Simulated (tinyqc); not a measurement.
# From one set of inputs to another, one input at a time

Model: grain-boundary trapping model (Seto) of a polycrystalline semiconductor film. Computed by tinyqc, a small Python program. Command: `OMP_NUM_THREADS=1 python tinyqc.py 3026807 3026808 out.jsonl poly ladder`. One thread of a shared host (Intel(R) Xeon(R) Processor @ 2.30GHz), about 0.01 s of CPU time with the checks.

Grains of equal size L are joined by thin boundaries with one trap level. Trapped carriers deplete a width W on each side and raise a barrier, crossed by thermionic emission. Dopants are fully ionised, statistics are non-degenerate and mu_g does not depend on T.

The inputs printed are set A. Set A is modelled on polycrystalline SiGe; the values taken over come from a set modelled on polycrystalline silicon. Inputs not listed in the table keep their values of set A, so the rows need not describe a real material.

Inputs (values chosen for the exercise, modelled on polycrystalline SiGe): permittivity eps = 13.5; effective mass m = 0.33 m_0; effective density of states at 300 K, N_c = 1.4e+19 1/cm^3; grain size L = 47 nm; trap density Q_t = 2.1e+12 1/cm^2; trap level E_t below the band edge = 0.54 eV; doping N = 5.3e+18 1/cm^3; mobility inside the grains mu_g = 250 cm^2/(V s); temperature T = 350 K.

Grain interior: resistance included.

Constants: k_B = 8.617333262e-05 eV/K; e = 1.602176634e-19 C; eps_0 = 8.8541878128e-12 F/m; m_0 = 9.1093837015e-31 kg; k_B = 1.380649e-23 J/K.

Method. N_c(T) = N_c (T/300 K)^(3/2). Filled traps Q = Q_t/(1 + (1/2) exp((E_t* - E_F)/k_B T)), where E_t* = e V_B - E_t and E_F are counted from the band edge at the grain centre. Partial depletion: Q = 2 N W, V_B = e N W^2/(2 eps eps_0), E_F = k_B T ln(N/N_c); solve for W. If that W would exceed L/2 the grain is fully depleted: W = L/2, Q = N L, and E_F follows from the trap equation. Centre density n_0 = N_c exp(E_F/k_B T). Boundary: sigma_b = L e^2 n_0 exp(-e V_B/k_B T)/sqrt(2 pi m k_B T); drift through the grain, depleted parts included: rho_g = [(1 - 2W/L) + (2W/L) int_0^1 exp(y^2 s^2) ds]/(e n_0 mu_g); rho = 1/sigma_b + rho_g. Mean carrier density n_av = n_0 [(1 - 2W/L) + (2W/L) (sqrt(pi)/2) erf(y)/y], y = sqrt(e V_B/k_B T); effective mobility 1/(e n_av rho).

Each row keeps all changes above it:
```
input moved                                      from       to  resistivity rho (ohm cm)  effective mobility (cm^2/(V s))  barrier V_B (V)
set A                                               -        -                   0.00715                           166.52         0.013941
mobility inside the grains mu_g (cm^2/(V s))      250       98                   0.01457                            81.76         0.013941
temperature T (K)                                 350      300                   0.01460                            81.70         0.013941
trap level E_t below the band edge (eV)          0.54     0.35                   0.01460                            81.70         0.013941
trap density Q_t (1/cm^2)                     2.1e+12    6e+11                   0.01347                            87.48         0.001138
effective mass m (m_0)                           0.33     0.43                   0.01367                            86.17         0.001138
grain size L (nm)                                  47       42                   0.01387                            84.95         0.001138
doping N (1/cm^3)                             5.3e+18  1.7e+17                   0.82094                            60.97         0.035465
```

Resistivity rho goes from 0.00715 to 0.821, a factor 115 in all. The largest single move comes from doping N (a factor 59.2). Effective mobility goes from 167 to 61.0, a factor 0.366 in all. The largest single move comes from mobility inside the grains mu_g (a factor 0.491). Barrier V_B goes from 0.0139 to 0.0355, a factor 2.54 in all. The largest single move comes from doping N (a factor 31.2), and trap density Q_t works against it (a factor 0.0816). The single moves hold for this order of the switches; the total does not depend on the order.

Caution (rows set A, mobility inside the grains mu_g, temperature T, trap level E_t below the band edge, trap density Q_t, effective mass m, grain size L): E_F is within 2 k_B T of the band edge, so non-degenerate statistics fail, and tunnelling through so thin a barrier adds to the current. Caution (all rows): e V_B is below 2 k_B T, where the depletion approximation fails and the mean density does not balance the trapped charge.

Extremes, crossings and ranges named in words are read from the listed rows.
